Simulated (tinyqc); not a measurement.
Inside a calculation. Method: Born-Oppenheimer dynamics on the RHF/sto-3g surface (energies and gradients from PySCF), for BeH2, spin multiplicity 1. Computed by tinyqc, a small Python program that keeps every step (integrals from PySCF). Settings: charge = 0, multiplicity = 1, basis = sto-3g, time step (fs) = 0.5, steps = 24. Command: `OMP_NUM_THREADS=1 python tinyqc.py 24130 24131 out.jsonl` (the two numbers bound the seeds that draw the settings). One thread of a shared host (Intel(R) Xeon(R) Processor @ 2.60GHz), about 1 s of CPU time with the checks.

positions (bohr), order 1Be, 2H, 3H:
$$\begin{pmatrix}
0.049133 & -0.015118 & -0.052912 \\
0.085038 & 2.666404 & 0.304246 \\
0.015118 & -2.500108 & 0.291018
\end{pmatrix}$$

The total energy should stay constant up to terms of order dt^2; the step counts as short enough if it moves by less than 2 % of the largest kinetic energy.

Trajectory:
```
time (fs)  1Be-2H (angstrom)  potential (hartree)  kinetic (hartree)  total (hartree)
0.000000            1.431657         -15.55137930         0.00069523     -15.55068407
0.500000            1.435130         -15.55110824         0.00042596     -15.55068228
1.000000            1.431871         -15.55149686         0.00081079     -15.55068607
1.500000            1.421959         -15.55248480         0.00178953     -15.55069527
2.000000            1.405720         -15.55392599         0.00321648     -15.55070951
2.500000            1.383746         -15.55559620         0.00486817     -15.55072803
3.000000            1.356916         -15.55720830         0.00645914     -15.55074916
3.500000            1.326425         -15.55844206         0.00767229     -15.55076977
4.000000            1.293792         -15.55899679         0.00821195     -15.55078485
4.500000            1.260862         -15.55867084         0.00788286     -15.55078798
5.000000            1.229743         -15.55745807         0.00668448     -15.55077358
5.500000            1.202687         -15.55562524         0.00488412     -15.55074111
6.000000            1.181883         -15.55370829         0.00300921     -15.55069908
6.500000            1.169176         -15.55237313         0.00170873     -15.55066440
7.000000            1.165779         -15.55215756         0.00150340     -15.55065417
7.500000            1.172042         -15.55321859         0.00254444     -15.55067416
8.000000            1.187390         -15.55524798         0.00453349     -15.55071450
8.500000            1.210431         -15.55761741         0.00686063     -15.55075678
9.000000            1.239208         -15.55965270         0.00886706     -15.55078565
9.500000            1.271494         -15.56087084         0.01007571     -15.55079513
10.000000           1.305054         -15.56108157         0.01029391     -15.55078766
10.500000           1.337834         -15.56036172         0.00959216     -15.55076956
11.000000           1.368061         -15.55896464         0.00821740     -15.55074724
11.500000           1.394285         -15.55722234         0.00649691     -15.55072542
12.000000           1.415380         -15.55546956         0.00476261     -15.55070695
```

Is the time step short enough?

Yes. The total energy moves within 1.4e-04 hartree, under 2 % of the largest kinetic energy.
